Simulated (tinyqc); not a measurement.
Inside a calculation. Method: extended Hueckel theory, for H3+. The parameters take no account of the charge, which enters only through the electron count. One step of it, computed by the program tinyqc.

Question. Orbitals. Solve H C = S C e through S^(-1/2); fill by pairs from the bottom, a degenerate level sharing its electrons equally; each orbital has its largest coefficient positive (the first on a tie).

H (eV), lower triangle:
```
            1H 1s       2H 1s       3H 1s
1H 1s  -13.600000
2H 1s  -10.679350  -13.600000
3H 1s  -10.679350   -2.821200  -13.600000
```

overlap S, lower triangle:
```
          1H 1s     2H 1s     3H 1s
1H 1s  1.000000
2H 1s  0.523498  1.000000
3H 1s  0.523498  0.138294  1.000000
```

valence electrons = 2

Give: orbital energies; occupations; coefficients; sum of one-electron energies.

Answer.

orbital energies (eV): -16.6487  -12.5087  0.4853

occupations: 2.0000  0.0000  0.0000

coefficients:
```
          MO1      MO2      MO3
1H 1s  0.5002   0.0000   1.2956
2H 1s  0.3883   0.7617  -0.8345
3H 1s  0.3883  -0.7617  -0.8345
```

sum of one-electron energies = -33.2974 eV
